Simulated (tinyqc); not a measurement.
Mass from the capacitance plateau.

Problem. Once one two-dimensional band is degenerate, Cq = q gv md m0 q/(pi hbar^2) and 1/C_G = 1/Cox + 1/Cq (no traps). Find Cq, md and the oxide-equivalent thickness 3.9 eps0/Cq that it adds.

Values chosen for this exercise: valley degeneracy gv = 1.

Constants: q = 1.602176634e-19 C, hbar = 1.054571817e-34 J s, m0 = 9.1093837015e-31 kg, eps0 = 8.8541878128e-14 F/cm where lengths are in cm. Results are converted to the units shown.

C_G on the plateau = 1.6535753 uF/cm^2
Cox = 5.7418066 uF/cm^2

Answer. Removing Cox from the series leaves Cq, which is proportional to gv md.

Cq = 2.322 uF/cm^2
md = 0.03470 m0
added thickness = 1.487 nm

Numbers from tinyqc (`OMP_NUM_THREADS=1 python tinyqc.py 2200152 2200153 out.jsonl`; about 0.01 s on one thread of a shared Intel Xeon 2.30GHz).
